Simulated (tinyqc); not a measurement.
Energy and delay of logic against supply voltage: one step of the calculation.

One expression serves below and above threshold: I(Vg) = Ik [ln(1 + exp((Vg - VT + dd V)/(al nf Vt)))]^al, with I_on = I(V) and I_off = I(0). Gate delay td = kd C V/I_on, clock period LD td. Per gate and cycle the switching energy is act C V^2 and the leakage energy I_off V LD td. No short-circuit current, no variation. Minima are sought above 0.09 V; below a few Vt gates no longer switch and the model has no meaning.

Problem. Currents, delay and energies. I_on, I_off, td, clock frequency 1/(LD td), both energies and their sum.

Values chosen for this exercise; values of the order met in logic technologies: temperature T = 330 K; threshold voltage at zero drain bias VT = 0.27 V; slope factor nf = 1.42; barrier lowering per volt of supply dd = 0.08; specific current of a gate Ik = 1.4 uA; exponent of the current law al = 1.79; load capacitance of a gate C = 1.4 fF; delay factor kd = 0.8; logic depth LD = 12; activity factor act = 0.02; supply voltage V = 0.93 V.

Constants: q = 1.602176634e-19 C, kB = 1.380649e-23 J/K, Vt = kB T/q. Results are converted to the units shown.

Give: I_on; I_off; td; clock frequency; switching energy; leakage energy; energy.

Solution.

I_on = 88.816 uA
I_off = 10.404 nA
td = 11.728 ps
clock frequency = 7.1057 GHz
switching energy = 24.217 aJ
leakage energy = 1.3616 aJ
energy = 25.579 aJ

I_on/I_off = 8540; leakage makes up 5.32 % of the energy.

Numbers from tinyqc (`OMP_NUM_THREADS=1 python tinyqc.py 2082171 2082172 out.jsonl`; about 0.01 s on one thread of a shared Intel Xeon 2.30GHz).
